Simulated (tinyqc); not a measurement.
## On-chip interconnect, size-dependent resistivity and RC delay: course in time

A rectangular line between two neighbours and two ground planes. Surface and grain-boundary scattering are added to the bulk resistivity as corrections; capacitances are parallel-plate values without fringing; inductance is ignored.

4 equal pi sections: series Rs = r Lw/4; node capacitances c Lw/4, halved at nodes 0 and 4, with Cl added to node 4; Rd feeds node 0. Elmore delay of node k: the sum, over the resistors on the path to k, of resistance times all capacitance downstream of it.

A 1 V step is applied behind Rd at t = 0. C dv/dt = -G v + b, with G the conductance matrix of the ladder (1/Rs between neighbours, 1/Rd added at node 0) and b = (1 V/Rd, 0, ...). Trapezoidal step: (C/dt + G/2) v(new) = (C/dt - G/2) v + b. The last column solves the same ladder exactly by its modes.

Inputs (values chosen for the exercise):

| symbol | value | unit | meaning |
|---|---|---|---|
| Rd | 13000 | ohm | driver resistance |
| dt | 54 | ps | time step |

Rs = 945.094 ohm
C, node 0 to 4 (fF): [1.66098, 3.32195, 3.32195, 3.32195, 3.16098]

Voltages (V):

| t (ps) | node 0 | node 2 | node 4 | node 4, exact |
|---|---|---|---|---|
| 54.00 | 0.3762 | 0.2165 | 0.1603 | 0.1867 |
| 108.0 | 0.4034 | 0.4043 | 0.3856 | 0.3687 |
| 162.0 | 0.6249 | 0.5254 | 0.5042 | 0.5100 |
| 216.0 | 0.6395 | 0.6449 | 0.6251 | 0.6196 |
| 270.0 | 0.7778 | 0.7126 | 0.7059 | 0.7047 |
| 324.0 | 0.7795 | 0.7883 | 0.7722 | 0.7708 |
| 378.0 | 0.8706 | 0.8260 | 0.8250 | 0.8221 |
| 432.0 | 0.8634 | 0.8738 | 0.8619 | 0.8619 |
| 486.0 | 0.9263 | 0.8947 | 0.8957 | 0.8928 |
| 540.0 | 0.9140 | 0.9248 | 0.9164 | 0.9168 |
| 594.0 | 0.9593 | 0.9362 | 0.9377 | 0.9354 |
| 648.0 | 0.9450 | 0.9552 | 0.9495 | 0.9499 |

What does the comparison show?

The far end of the ladder reaches 0.5 V at 157.7 ps, 0.707 of its Elmore delay (ln 2 = 0.693 for a single pole); the slowest mode has a time constant of 213.2 ps. The largest error of the trapezoidal steps at that node is 26 mV. Node 0 swings up and down from step to step: the trapezoidal rule does not damp modes much faster than dt, so these swings are numerical.

Computed by the program tinyqc: `OMP_NUM_THREADS=1 python tinyqc.py 2100165 2100166 out.jsonl`, one thread of a shared Intel Xeon 2.30GHz, about 0.01 s for the whole run.
